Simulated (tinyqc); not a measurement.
Inside a calculation. Model: admittance spectroscopy and thermally stimulated current of one trap level in a depletion layer. Computed by tinyqc, a small Python program that keeps every step. Command: `OMP_NUM_THREADS=1 python tinyqc.py 3112737 3112738 out.jsonl admit walk`. One thread of a shared host (Intel(R) Xeon(R) Processor @ 2.30GHz), about 0.01 s of CPU time with the checks. Intermediate numbers are printed to about 6 digits and carried at full precision; extremes and crossings named in words are read from the listed rows.

A Schottky junction on n-type material holds one donor-like electron trap; shallow donors are fully ionised and abrupt depletion edges are assumed.

Inputs (values chosen for the exercise, modelled on n-type GaAs):

| quantity | value | unit |
|---|---|---|
| dielectric constant eps | 12.9 | - |
| density-of-states mass m | 0.069 | m_0 |
| shallow doping N | 2.3e+16 | 1/cm^3 |
| trap density N_t | 9.8e+14 | 1/cm^3 |
| trap depth E_t below the band | 0.162 | eV |
| capture cross section sigma | 1.9e-16 | cm^2 |
| band bending V_b | 0.76 | V |
| test frequency f | 300000 | Hz |
| heating rate beta | 1 | K/s |

Constants: k_B = 1.380649e-23 J/K; m_0 = 9.1093837015e-31 kg; h = 6.62607015e-34 J s; k_B = 8.617333262e-05 eV/K; eps_0 = 8.8541878128e-12 F/m; e = 1.602176634e-19 C.

## Temperature of the peak

N_c = 2 (2 pi m k_B T/h^2)^(3/2), v_th = sqrt(3 k_B T/m), emission rate e_n = sigma v_th N_c exp(-E_t/(k_B T)). Where the level crosses the Fermi level capture equals emission, so the trap follows the signal with the rate 2 e_n; G/omega peaks at omega = 2 e_n (the correction for large N_t/N is left out). Solve 2 e_n(T_p) = 2 pi f.

peak temperature T_p = 239.179 K

N_c at T_p = 3.23779e+17 1/cm^3

e_n at T_p = 942478 1/s

E_c - E_F = k_B T_p ln(N_c/N) = 0.0545068 eV

## The capacitance step

With E_c - E_F = k_B T_p ln(N_c/N): lambda = sqrt(2 eps eps_0 (E_t - (E_c - E_F))/(e^2 N)); traps are empty and charged for x < x_t = w - lambda, and V_b = e (N w^2 + N_t x_t^2)/(2 eps eps_0). High frequency: C_hf = eps eps_0/w. Low frequency: C_lf = eps eps_0 (N + N_t)/(N w + N_t x_t).

lambda = 81.6311 nm

depletion width w = 215.295 nm

crossing point x_t = 133.664 nm

C_hf = 53.0523 nF/cm^2

C_lf = 53.8872 nF/cm^2

step (C_lf - C_hf)/C_hf = 0.0157391

small-N_t estimate (N_t/N)(lambda/w) = 0.0161555

Reading N_t/N straight from the step would give 0.0157 against the true 0.0426: the factor lambda/w must be known.

## Scan in temperature at fixed frequency

With x = omega/(2 e_n): C = C_hf + (C_lf - C_hf)/(1 + x^2), G/omega = (C_lf - C_hf) x/(1 + x^2); C_hf and C_lf are held at their values at T_p.

Admittance:

| T (K) | omega/(2 e_n) | C (nF/cm^2) | G/omega (nF/cm^2) |
|---|---|---|---|
| 210.5 | 3.76713 | 53.1072 | 0.207062 |
| 220.0 | 2.34523 | 53.1807 | 0.301266 |
| 227.2 | 1.67729 | 53.2712 | 0.367275 |
| 234.4 | 1.22216 | 53.3871 | 0.409234 |
| 239.2 | 0.99914 | 53.4701 | 0.417497 |
| 244.0 | 0.82267 | 53.5502 | 0.409667 |
| 251.1 | 0.62474 | 53.6528 | 0.375209 |
| 260.7 | 0.43992 | 53.7519 | 0.307770 |
| 272.7 | 0.29274 | 53.8213 | 0.225141 |

The peak of G/omega is half the step, 0.417 nF/cm^2. Its full width is near 2 ln(2 + sqrt3) k_B T_p^2/(E_t + 2 k_B T_p) = 63.9 K.

## Arrhenius plot

T_p for 0.1, 0.3, 1, 3 and 10 f; least-squares lines of ln(e_n/T^2) and of ln(e_n) against 1/(k_B T), e_n = pi f; sigma = exp(intercept)/(v_th N_c/T^2).

Peaks:

| f (Hz) | T_p (K) | 1/(k_B T) (1/eV) | ln(e_n/T^2) | ln(e_n) |
|---|---|---|---|---|
| 3.00e+04 | 193.117 | 60.0906 | 0.92709 | 11.4537 |
| 9.00e+04 | 212.880 | 54.5120 | 1.83084 | 12.5523 |
| 3.00e+05 | 239.179 | 48.5181 | 2.80184 | 13.7563 |
| 9.00e+05 | 268.769 | 43.1765 | 3.66718 | 14.8549 |
| 3.00e+06 | 309.548 | 37.4886 | 4.58863 | 16.0589 |

depth from e_n/T^2 = 0.162 eV

cross section from the intercept = 1.90e-16 cm^2

depth without the T^2 = 0.203607 eV

Leaving out T^2 adds 42 meV, near 2 k_B T_p = 41 meV.

## Thermally stimulated current

Thermally stimulated current without retrapping: filled share n(T) = exp(-(1/beta) int e_n dT), current proportional to e_n n; the peak obeys beta (E_t/(k_B T^2) + 2/T) = e_n(T). The integral starts at 0.5 T_m and uses 4000 trapezoid steps to 1.2 T_m. Chen's first-order estimate from the full width W = T_2 - T_1 between the half-height points: E = 2.52 k_B T_m^2/W - 2 k_B T_m.

peak temperature T_m = 89.4858 K

lower half-height T_1 = 84.2777 K

upper half-height T_2 = 93.2898 K

filled share at T_m = 0.396301

E_t/(k_B T_m) = 21.0082

symmetry factor (T_2 - T_m)/(T_2 - T_1) = 0.422098

depth by Chen's formula = 0.177532 eV

The slow ramp empties the trap at 89 K, far below the admittance peak at 239 K, since the rate asked for is 0.26 per second instead of 940000. Chen's formula, made for a constant prefactor, gives 16 meV more than E_t.

Checks made by the program: C_lf against dQ/dV by differences (relative difference below 1e-10); depth recovered (relative difference below 1e-10); peak of the integrated curve (relative difference 3e-05).
